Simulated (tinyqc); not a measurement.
Thermal resistances of a two-die stack.

Problem. Heat leaves through the lower die only, and the system is linear. Find the resistance R1 from the lower die to the coolant, R2 between the dies, and the rise of the upper die when both are powered.

Values chosen for this exercise: power of the lower die P1 = 47 W; power of the upper die P2 = 6.6 W.

rises of the lower and upper die with only the lower one powered (K): [12.69, 12.69]
rises of the lower and upper die with only the upper one powered (K): [1.782, 2.178]

Solution. With only the lower die powered no heat crosses R2, so both dies rise by P1 R1; the difference in the second test is P2 R2; rises add.

R1 = 0.270 K/W
R2 = 0.0600 K/W
rise of the upper die = 14.9 K

Computed by the program tinyqc: `OMP_NUM_THREADS=1 python tinyqc.py 2162142 2162143 out.jsonl`, one thread of a shared Intel Xeon 2.30GHz, about 0.02 s for the whole run.
